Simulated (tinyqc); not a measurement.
Shockley state of an s-p chain by decimation: sweeps and comparisons. A value that a table varies takes the place of the one given here.

Each site has s at -d/2 and p at +d/2: H0 = diag(-d/2, d/2). The block to the next site on the right is H1 = [[-ts, u], [-u, tp]] (rows s, p of site n; columns s, p of site n + 1). Bulk: H(k) = [[-d/2 - 2 ts cos k, 2i u sin k], [-2i u sin k, d/2 + 2 tp cos k]]. The bands are inverted at k = pi if d < 2 (ts + tp).

Decimation (Sancho-Rubio) at z = E + i eta: start with es = e = H0, A = H1, B = H1^T. Each round forms g = (z - e)^-1 and sets es += A g B, e += A g B + B g A, A = A g A, B = B g B, doubling the length covered. Stop when all |A| < 1e-10. Surface G = (z - es)^-1, bulk G = (z - e)^-1; densities -Im tr G/pi.

Parameters, chosen for this exercise: d = 6.09 eV (Ep - Es); ts = 1.12 eV (s-s hopping); tp = 1.42 eV (p-p hopping); u = 0.91 eV (s-p hopping); eta = 0.01 eV (broadening); E1 = -1 eV (first energy); dE = 0.141 eV (step); E = 0.11 eV (energy).

## Surface against bulk across the gap

Eleven energies E1 + j dE.

Densities (1/eV):

| E (eV) | surface | bulk |
|---|---|---|
| -1.000 | 0.1143 | 0.2201 |
| -0.859 | 0.0686 | 0.3492 |
| -0.718 | 0.0038 | 0.0167 |
| -0.577 | 0.0021 | 0.0050 |
| -0.436 | 0.0017 | 0.0032 |
| -0.295 | 0.0016 | 0.0028 |
| -0.154 | 0.0016 | 0.0032 |
| -0.013 | 0.0019 | 0.0050 |
| 0.128 | 0.0033 | 0.0189 |
| 0.269 | 0.0561 | 0.3121 |
| 0.410 | 0.0901 | 0.2029 |

edges of the bulk gap (201 k points) (eV): -0.8050  0.2050

Inside the gap the bulk density is only the tail of the broadening, at least 0.0028. The surface density has no peak there, and a chain of 60 sites has no level in the gap.

## Through the band inversion

d = f 2 (ts + tp). Gap edges from 201 k points; levels in the gap from an open chain of 60 sites (their mean, and the weight on the two end sites summed over them, divided by their number); a dash: none.

Against d:

| f | d (eV) | top of lower band (eV) | bottom of upper band (eV) | levels in the gap | mean level (eV) | end weight |
|---|---|---|---|---|---|---|
| 0.10 | 0.508 | -1.8368 | 1.7135 | 2 | -0.0300 | 0.964 |
| 0.30 | 1.524 | -1.8043 | 1.4344 | 2 | -0.0900 | 0.886 |
| 0.50 | 2.540 | -1.5590 | 0.9700 | 2 | -0.1500 | 0.730 |
| 0.70 | 3.556 | -1.0620 | 0.4620 | 2 | -0.2100 | 0.497 |
| 0.85 | 4.318 | -0.6810 | 0.0810 | 2 | -0.2550 | 0.270 |
| 1.15 | 5.842 | -0.6810 | 0.0810 | 0 | - | - |
| 1.30 | 6.604 | -1.0620 | 0.4620 | 0 | - | - |
| 1.60 | 8.128 | -1.8240 | 1.2240 | 0 | - | - |

Levels in the gap appear for f = 0.1, 0.3, 0.5, 0.7 and 0.85 and for none of the other rows; the gap closes at f = 1. The level lies at -0.0300 eV for f = 0.1 and -0.2550 eV for f = 0.85, on the line E = d (ts - tp)/(2 (ts + tp)), and its end weight goes from 0.96 to 0.27: no shift of the surface potential is needed, the inversion alone binds it.

## What each parameter does

Gap edges from 201 k points between 0 and pi, and the surface density at E by decimation. Each row changes one parameter from the base and keeps the others.

Results:

| case | top of lower band (eV) | bottom of upper band (eV) | surface density (1/eV) |
|---|---|---|---|
| base | -0.8050 | 0.2050 | 0.0030 |
| d = 6.699 eV | -1.1095 | 0.5095 | 0.0012 |
| ts = 1.232 eV | -0.5810 | 0.2050 | 0.0031 |
| tp = 1.562 eV | -0.8050 | -0.0790 | 0.0835 |
| u = 1.001 eV | -0.8050 | 0.2050 | 0.0030 |
| eta = 0.02 eV | -0.8050 | 0.2050 | 0.0059 |

The largest shifts from the base row, up to three for each result and ties (the steps differ in size, so this ranks the rows, not the parameters). top of lower band (eV): d -0.3045, ts +0.2240; unchanged at the printed digits by tp, u and eta. bottom of upper band (eV): d +0.3045, tp -0.2840; unchanged at the printed digits by ts, u and eta. surface density (1/eV): tp +0.0805, eta +0.0029, d -0.0018; unchanged at the printed digits by u. The base chain is not inverted, so no surface state lies in the gap; E lies in the gap.

Run: tinyqc, `OMP_NUM_THREADS=1 python tinyqc.py 1450352 1450353 out.jsonl`; Intel(R) Xeon(R) Processor @ 2.30GHz, one thread, shared host; about 0.2 s of CPU time with all checks.
